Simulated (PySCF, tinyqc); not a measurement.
Inside a calculation. Method: RHF in the sto-6g basis, for H2, spin multiplicity 1. This run ends on a higher stationary point, not on the lowest solution. The lowest restricted solution is unstable here: a spin-polarised one lies 0.0160 hartree lower (PySCF). One step of it, computed by the program tinyqc.

Question. Iteration 61 (converged): orbitals. Diagonalise F' = X^T F X, C = X C', fill 1 alpha and 1 beta electrons from the bottom; D = 2 C_occ C_occ^T. Each column has its largest component positive (the first on a tie).

converged F (hartree):
```
           1H 1s      2H 1s
1H 1s  -0.039937  -0.004482
2H 1s  -0.004482  -0.039959
```

X:
```
           1H 1s      2H 1s
1H 1s   1.043073  -0.174465
2H 1s  -0.174465   1.043073
```

Give: F' = X^T F X; orbital energies; coefficients C; D after iteration 61.

Answer.

F' = X^T F X (hartree):
```
        1       2
1  -0.043   0.010
2   0.010  -0.043
```

orbital energies (hartree): MO1 -0.053, MO2 -0.034

coefficients C:
```
          MO1    MO2
1H 1s  -0.861  0.615
2H 1s   0.861  0.614
```

D after iteration 61:
```
        1H 1s   2H 1s
1H 1s   1.481  -1.482
2H 1s  -1.482   1.484
```
